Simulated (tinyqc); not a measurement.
Rates against energy: scattering rates of a carrier in a spherical band by Fermi's golden rule. Computed by tinyqc, a small Python program. Command: `OMP_NUM_THREADS=1 python tinyqc.py 3010446 3010447 out.jsonl scatter walk`. One thread of a shared host (Intel(R) Xeon(R) Processor @ 2.30GHz), about 0.01 s of CPU time with the checks.

All processes here are isotropic or elastic, and the rate listed is the momentum relaxation rate.

Inputs (values chosen for the exercise, for a model non-polar semiconductor):
```
quantity                                            value       unit
density-of-states mass of one valley m              0.296        m_0
static permittivity eps_s                            8.41          -
density rho                                          5590     kg/m^3
sound velocity v_l                                  10300        m/s
acoustic deformation potential D_A                      5         eV
phonon energy hbar w                                 24.9        meV
optical or intervalley deformation potential D_o      5.4  1e8 eV/cm
final valleys Z_f                                       3          -
ionised impurity density N_I                      2.1e+15     1/cm^3
temperature T                                          77          K
alloy fraction x                                     0.25          -
alloy potential U                                    0.86         eV
lattice constant a                                   5.51   angstrom
```

Crystal: non-polar. Band: parabolic. Impurity formula: Brooks-Herring. Further scattering: alloy.

Constants: k_B = 1.380649e-23 J/K; e = 1.602176634e-19 C; hbar = 1.054571817e-34 J s; m_0 = 9.1093837015e-31 kg; hbar = 6.582119569e-16 eV s; k_B = 8.617333262e-05 eV/K; eps_0 = 8.8541878128e-12 F/m.

Method:
- Parabolic band: E = hbar^2 k^2/(2 m), speed v = hbar k/m, states per spin, volume and energy g(E) = m k/(2 pi^2 hbar^2). Masses are multiplied by m_0 and all formulas are in SI units.
- Phonon occupation N_q = 1/(exp(hbar w/(k_B T)) - 1).
- Acoustic deformation potential (elastic, equipartition, absorption and emission together): 1/tau = 2 pi k_B T D_A^2 g(E)/(hbar rho v_l^2).
- Optical or intervalley deformation potential: 1/tau = (pi Z_f D_o^2/(rho w)) [N_q g(E + hbar w) + (N_q + 1) g(E - hbar w)], with g = 0 below the band edge.
- Singly charged impurities, momentum relaxation: 1/tau = N_I e^4 m (1 + 2 alpha E) Phi/(8 pi (eps_s eps_0)^2 hbar^3 k^3), with alpha = 0 for a parabolic band.
- Brooks-Herring: Phi = ln(1 + b) - b/(1 + b), b = 4 k^2 L_s^2.
- Debye screening by free carriers of density N_I: L_s = sqrt(eps_s eps_0 k_B T/(e^2 N_I)).
- Alloy disorder: 1/tau = (2 pi/hbar) Omega x (1 - x) U^2 g(E), Omega = a^3/4 (other conventions for Omega rescale U).

Momentum relaxation rates (1e12/s) and the total time:
```
E (meV)  acoustic  optical absorption  optical emission  ionised impurity   alloy  tau_m (fs)
2.5       0.01173             0.04541            0.0000        3.1664e+00   1.518      210.89
6.2       0.01848             0.04838            0.0000        1.0046e+00   2.391      288.80
12.0      0.02571             0.05270            0.0000        4.2579e-01   3.327      261.05
22.0      0.03481             0.05941            0.0000        1.9105e-01   4.504      208.79
27.0      0.03856             0.06250            0.5360        1.4538e-01   4.990      173.24
37.0      0.04514             0.06825            1.2865        9.5286e-02   5.841      136.31
55.0      0.05503             0.07754            2.0291        5.5813e-02   7.122      107.08
87.0      0.06921             0.09177            2.9145        2.9937e-02   8.957       82.90
150.0     0.09088             0.11473            4.1367        1.4212e-02  11.761       62.04
250.0     0.11733             0.14384            5.5490        7.0357e-03  15.183       47.62
```

The largest rate is ionised impurity at 2.50, alloy from 6.20 to 250 meV. Crossing hbar w = 24.9 meV opens emission: tau_m goes from 209 to 173 fs between the two rows around it. The impurity rate goes between the last rows as E^-1.38, against the E^(-3/2) of unscreened Rutherford scattering; the acoustic rate follows g(E) and grows by a factor 10.0 over the table. At 2.5 meV hbar/tau exceeds E/2, so the golden rule loses its meaning there.

Extremes, crossings and ranges named in words are read from the listed rows.
